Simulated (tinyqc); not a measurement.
Holstein polaron on two sites: one step, computed by the program tinyqc.

One electron on sites 1 and 2: H = -t (c1+ c2 + c2+ c1) + hbar omega sum_i b_i+ b_i - g hbar omega sum_i n_i (b_i + b_i+). The symmetric phonon shifts the energy by -g^2 hbar omega/2 and drops out; with b = (b_1 - b_2)/sqrt(2) there remains H = -t sigma_x + hbar omega b+ b - (g hbar omega/sqrt(2)) sigma_z (b + b+). Parity splits it into blocks p = +1 and -1 over phonon numbers n. Zero-point energies are left out. Weights Z refer to mode b alone; the displaced symmetric mode multiplies the full zero-phonon weight by exp(-g^2/2).

Question. The even block in a small basis. Block p: H_nn = n hbar omega - p t (-1)^n - g^2 hbar omega/2, H_(n,n+1) = -(g hbar omega/sqrt(2)) sqrt(n + 1). Take p = +1 and n = 0..N-1.

Inputs (values chosen for the exercise, for a model dimer):

| quantity | value | unit |
|---|---|---|
| hopping t | 180 | meV |
| phonon energy hbar omega | 108 | meV |
| coupling g | 2.33 | - |
| phonon levels kept N | 6 | - |

Give: H, even block.

Answer.

H, even block (meV):
```
        1       2       3       4       5       6
1  -473.2  -177.9     0.0     0.0     0.0     0.0
2  -177.9    -5.2  -251.6     0.0     0.0     0.0
3     0.0  -251.6  -257.2  -308.2     0.0     0.0
4     0.0     0.0  -308.2   210.8  -355.9     0.0
5     0.0     0.0     0.0  -355.9   -41.2  -397.9
6     0.0     0.0     0.0     0.0  -397.9   426.8
```
